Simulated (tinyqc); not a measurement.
Tolerances: periodic multilayer mirror for extreme ultraviolet light.

s polarisation, vacuum above. q_j = sqrt(N_j^2 - sin^2 theta); interface r_jk = (q_j - q_k)/(q_j + q_k) exp(-2 (2 pi/lam)^2 q_j q_k sg^2) (Nevot-Croce; sg = 0 if not given); phase factor of a layer x_j = exp(4 pi i q_j d_j/lam). Each period has the spacer (thickness (1 - Gm) L) on top of the absorber (Gm L). In this recursion R is the amplitude; R in tables and results is the reflectance, its squared modulus. The substrate is of the spacer material. Starting with R = 0 in it, each interface upward gives R -> (r + R x)/(1 + r R x), x that of the layer below the interface (1 for the substrate).

Parameters, chosen for this exercise (optical constants near those of Mo and Si at 13.5 nm; shifted at random, so the results belong to these values and not to a real crystal): lam = 13.5 nm (wavelength); dA = (0.0742, 0.00613) (delta and beta of the absorber, N = 1 - delta + i beta); dS = (0.0009, 0.00186) (delta and beta of the spacer and the substrate); L = 7.03 nm (period); Gm = 0.47 (absorber share of the period); theta = 9 degrees (angle from the normal); sg = 0.2 nm (interface roughness); Np = 50 (periods).

R of the mirror, and R^10 for a chain of ten such mirrors.

Results for these values:
```
case       R    R^10
base  0.7253  0.0403
```

What happens to each result for Gm = 0.51, all else kept?

Answer: R falls from 0.7253 to 0.7143; R^10 falls from 0.0403 to 0.0346.

The same for each parameter in turn:
```
case                         R    R^10
base                    0.7253  0.0403
L = 7.07 nm             0.7178  0.0363
Gm = 0.51               0.7143  0.0346
theta = 11 degrees      0.7132  0.0341
sg = 0.4 nm             0.7124  0.0337
dA = (0.0742, 0.00736)  0.6972  0.0271
lam = 13.55 nm          0.7220  0.0385
```

(tinyqc, `OMP_NUM_THREADS=1 python tinyqc.py 1681954 1681955 out.jsonl`, Intel(R) Xeon(R) Processor @ 2.30GHz, 1 thread, shared host, about 0.01 s.)
